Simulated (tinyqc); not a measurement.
# Band bending at a free surface with a continuum of surface states, surface photovoltage and Kelvin probe: several studies

n-type bulk, xi = Ec - EF = Vt ln(Nc/Nd), p0 = ni^2/Nd, ni = sqrt(Nc Nv) exp(-Eg/(2 Vt)), Eg in volts. b is the upward band bending, u = b/Vt. Space charge per area, in units of q: Qc = sign(b) sqrt((2 eps0 eps_r Vt/q) [(Nd + dn)(exp(-u) - 1) + Nd u + (p0 + dn)(exp(u) - 1)]), with dn the excess density under light (flat quasi-Fermi levels; 0 in the dark). The states hold -Ds (E0 - xi - b): negative while the Fermi level lies above the neutrality level. Neutrality: Qc + Qf + (charge of the states) = 0.

Values chosen for this exercise; band and dielectric values close to those of silicon:
```
symbol    value         unit                                                    meaning
T           300            K                                                temperature
Eg         1.12           eV                                                   band gap
eps_r      11.5                                                   relative permittivity
Nc      2.83e19        cm^-3                     conduction-band density of states at T
Nv      2.65e19        cm^-3                        valence-band density of states at T
chi         4.1           eV                                          electron affinity
Nd       1.3e15        cm^-3                                              donor density
Qf            0        cm^-2                       fixed positive charge at the surface
pt         5.11           eV                             work function of the probe tip
Ds       1.8e12  cm^-2 eV^-1                                  density of surface states
E0         0.59           eV  depth of their neutrality level below the conduction edge
```

Constants: q = 1.602176634e-19 C, kB = 1.380649e-23 J/K, Vt = kB T/q, eps0 = 8.8541878128e-14 F/cm where lengths are in cm. Results are converted to the units shown.

Each table varies one quantity; the others keep the values above.

## Pinning by the surface states

b solves the neutrality condition in the dark.

Pinning by the surface states:

| Ds (cm^-2 eV^-1) | b (V) | xi + b (eV) | Qc (cm^-2) |
|---|---|---|---|
| 2.4e10 | 0.01474 | 0.2730 | 7.609e9 |
| 6.7e10 | 0.04363 | 0.3018 | 1.931e10 |
| 1.8e11 | 0.1165 | 0.3747 | 3.876e10 |
| 5.1e11 | 0.2206 | 0.4788 | 5.672e10 |
| 1.4e12 | 0.2850 | 0.5433 | 6.544e10 |
| 3.9e12 | 0.3141 | 0.5723 | 6.901e10 |
| 1.1e13 | 0.3254 | 0.5836 | 7.035e10 |
| 2.9e13 | 0.3293 | 0.5876 | 7.082e10 |
| 8.1e13 | 0.3309 | 0.5891 | 7.100e10 |

b rises from 0.0147 to 0.331 V. The Fermi level moves towards E0 = 0.59 eV and is within 0.877 meV of it in the last row; it is half-way there at the Ds that solves Ds b = Qc(b) + Qf with b = (E0 - xi)/2, 2.90e11 cm^-2 eV^-1.

## Kelvin-probe contrast of the doping

Same model as above.

Work function chi + xi + b; contact potential difference CPD = (work function of the sample) - pt.

Kelvin-probe contrast of the doping:

| Nd (cm^-3) | xi (eV) | b (V) | CPD (mV) |
|---|---|---|---|
| 8.8e13 | 0.32783 | 0.25331 | -428.86 |
| 4.9e14 | 0.28344 | 0.28427 | -442.29 |
| 2.7e15 | 0.23932 | 0.29708 | -473.60 |
| 1.5e16 | 0.19499 | 0.27414 | -540.87 |
| 8.1e16 | 0.15139 | 0.20201 | -656.60 |
| 4.5e17 | 0.10706 | 0.10593 | -797.00 |
| 2.5e18 | 0.062732 | 0.045035 | -902.23 |

xi falls by 265 mV over the table and the CPD by 473 mV; b goes from 0.253 through a maximum of 0.297 (at Nd = 2.7e15 cm^-3 among the rows listed) to 0.0450 V. Between the first two rows the CPD follows 30.2 % of the change of xi, and between the last two 237 %. It is below 100 % where b rises with the doping (pinning hides it). It exceeds 100 % where b falls as the doping rises.

## Photovoltage against injection

Same model as above.

Under chopped light the surface charge keeps its dark value, so b falls to bL with Qc(bL, dn) = Qc(b, 0); the photovoltage is b - bL.

Photovoltage against injection:

| dn (cm^-3) | bL (V) | photovoltage (mV) | share of b removed (%) |
|---|---|---|---|
| 1.3e6 | 0.2947 | 0.002312 | 7.845e-4 |
| 1.3e7 | 0.2947 | 0.02311 | 0.007839 |
| 1.3e8 | 0.2945 | 0.2292 | 0.07777 |
| 1.3e9 | 0.2926 | 2.130 | 0.7225 |
| 1.3e10 | 0.2811 | 13.64 | 4.629 |
| 1.3e11 | 0.2514 | 43.31 | 14.69 |
| 1.3e12 | 0.2095 | 85.30 | 28.94 |
| 1.3e13 | 0.1615 | 133.2 | 45.20 |
| 1.3e14 | 0.1109 | 183.8 | 62.37 |
| 1.2e15 | 0.06319 | 231.6 | 78.56 |
| 1.2e16 | 0.02586 | 268.9 | 91.23 |

What does the comparison show?

The photovoltage rises from 0.00231 to 269 mV, towards the full b = 295 mV. Its steepest rise is 50.6 mV a decade (Vt ln 10 = 59.5 mV), and it reaches 91.2 % of b in the last row: even strong light does not flatten the bands fully, so a saturation reading understates b. For dn = 1.2e16 the injection is high, and a Dember voltage, left out here, adds to the signal.

tinyqc, about 0.01 s, one thread, Intel Xeon 2.30GHz (shared host): `OMP_NUM_THREADS=1 python tinyqc.py 2430086 2430087 out.jsonl`
